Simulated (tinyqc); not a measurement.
Oxide trap near a transistor channel: two-state multiphonon kinetics, telegraph noise and bias instability: one step, computed by the program tinyqc. Command: `OMP_NUM_THREADS=1 python tinyqc.py 3009427 3009428 out.jsonl oxidetrap walk`. One thread of a shared host (Intel(R) Xeon(R) Processor @ 2.30GHz), about 0.01 s of CPU time with the checks.

An n-channel device under positive gate bias. The trap is empty (state 1) or holds an electron (state 2); both states are parabolas of equal curvature, and the electron reservoir is taken at the Fermi level of the channel.

Problem. Step height and noise. Charge-sheet step dV = e (t_ox - x)/(eps_ox eps_0 W L); Lorentzian spectrum S(f) = 4 dV^2 tau_0^2/((tau_c + tau_e)(1 + (2 pi f tau_0)^2)); corner 1/(2 pi tau_0); variance dV^2 f_2 (1 - f_2) = dV^2 tau_0/(tau_c + tau_e).

Inputs (values chosen for the exercise, with an insulator like Al2O3 on silicon):
```
quantity                         value   unit
insulator constant eps_ox         9.12      -
insulator thickness t_ox           3.5     nm
trap depth x from the interface   0.59     nm
oxide field F                      6.3  MV/cm
temperature T                      250      K
channel width W                     23     nm
channel length L                    62     nm
frequency f                      80000     Hz
```

Parts treated: one trap.

tau_0 = 2.494131 s

capture time tau_c = 6164.156 s

emission time tau_e = 2.495140 s

Constants: e = 1.602176634e-19 C; eps_0 = 8.8541878128e-12 F/m.

Give: threshold step dV; corner frequency; S(f); root-mean-square noise.

Solution.

threshold step dV = 4.049 mV

corner frequency = 0.06381 Hz

S(f) = 4.209e-20 V^2/Hz

root-mean-square noise = 0.08143 mV

f lies above the corner, on the 1/f^2 tail. Random dopants and current percolation, left out here, spread real steps around this value. Caution: a field 1.5 times as high comes near the usual breakdown field of such an insulator. Caution: at this temperature nuclear tunnelling through such barriers shortens the times below these classical values.
